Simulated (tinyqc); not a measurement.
Berg model of reactive sputtering of a nitride or oxide: poisoning, hysteresis and pumping speed. Changing the pumping speed S. Computed by tinyqc, a small Python program. Command: `OMP_NUM_THREADS=1 python tinyqc.py 3031425 3031426 out.jsonl berg sweep`. One thread of a shared host (Intel(R) Xeon(R) Processor @ 2.30GHz), about 0.05 s of CPU time with the checks.

A diatomic gas reacts with bare metal on the target and on the collecting surfaces; ions remove metal and compound from the target. theta_t and theta_c are the compound fractions.

Inputs (values chosen for the exercise, close to those used for aluminium oxide):
```
quantity,value,unit
ion current density J,29,mA/cm^2
target area A_t,270,cm^2
collecting area A_c,4000,cm^2
metal yield Y_m,0.89,-
compound yield Y_c,0.034,-
sticking coefficient alpha,0.72,-
reactive atoms per metal atom z,1.5,-
gas mass M,32,u
gas temperature T,300,K
reactive partial pressure P,0.075,Pa
```

Constants: e = 1.602176634e-19 C; u = 1.6605390666e-27 kg; k_B = 1.380649e-23 J/K.

Method:
- Ion flux j = J/e; gas flux F = P/sqrt(2 pi M k_B T). Target: (2/z) alpha F (1 - theta_t) = j Y_c theta_t. Sputtered flows F_c = j Y_c theta_t A_t, F_m = j Y_m (1 - theta_t) A_t. Collector: (2/z) alpha F (1 - theta_c) A_c + F_c (1 - theta_c) = F_m theta_c. Gas use Q = alpha F [(1 - theta_t) A_t + (1 - theta_c) A_c] + P S/(k_B T); 1 sccm = 4.4780e17 molecules/s. Rate R = F_m + F_c, given relative to j Y_m A_t.
- P is a single-valued function of the flow Q only if dQ/dP > 0 everywhere: S must exceed k_B T times the steepest fall of the surface terms with P.
- Turning points solve dQ/dP = 0; a jump keeps Q fixed; the width of the loop is the difference of the two turning flows.

One run for each value:
```
pumping speed S (l/s),width of the loop (sccm),total flow Q (sccm)
10,16.51,5.34
18,15.88,5.66
32,15.08,6.23
58,13.99,7.28
110,12.44,9.38
190,10.74,12.62
340,8.47,18.68
620,5.62,30.00
1100,2.59,49.41
```

Over the rows, width of the loop (sccm) falls from 16.5 to 2.59 (exponent d ln y / d ln x -0.065 between the first rows and -1.4 between the last); total flow Q (sccm) rises from 5.34 to 49.4 (exponent d ln y / d ln x 0.10 between the first rows and 0.87 between the last). The pump term P S/(k_B T) tilts the flow curve upwards; the loop narrows and vanishes at the critical speed, beyond which no width is defined. Left out: 2000 (a listed quantity is not defined there).

Caution (rows 10.0, 18.0, 32.0): here dQ/dP is negative, a branch that flow control cannot hold.
